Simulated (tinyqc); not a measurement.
Electroplating on a thin resistive seed layer: kinetics, Wagner number and the terminal effect across a wafer: one step, computed by the program tinyqc.

Current enters the seed at the rim. The bath is treated as a local resistance per area (no lateral flow in the liquid), two electrons per ion, molar volume 7.11 cm^3/mol, Faraday constant F = e N_A, kinematic viscosity 0.01 cm^2/s, omega = 2 pi x rpm/60; k_B T/e is in volts.

Task: Linear estimate of the terminal effect. Linearised: with R_t = kinetic + bath resistance the current density obeys (1/r)(r i')' = i R_s/R_t, so i = A I_0(r/l), l = sqrt(R_t/R_s); with x = R/l, edge/centre = I_0(x) and edge/mean = x I_0(x)/(2 I_1(x)). Voltage drop in the seed for a uniform current: i R_s R^2/4.

Inputs (values chosen for the exercise, of the order of those for copper plating on a thin cobalt or ruthenium seed): wafer radius R = 15 cm; mean current density = 2.3 mA/cm^2; temperature T = 298 K.

kinetic resistance = 23.75546 ohm cm^2

bath resistance R_b = 163.3333 ohm cm^2

sheet resistance R_s = 8.125 ohm/square

Give: length l; x = R/l; edge over centre, linear; edge over mean, linear; drop for uniform current.

Result:

length l = 4.799 cm

x = R/l = 3.126

edge over centre, linear = 5.408

edge over mean, linear = 1.909

drop for uniform current = 1051 mV
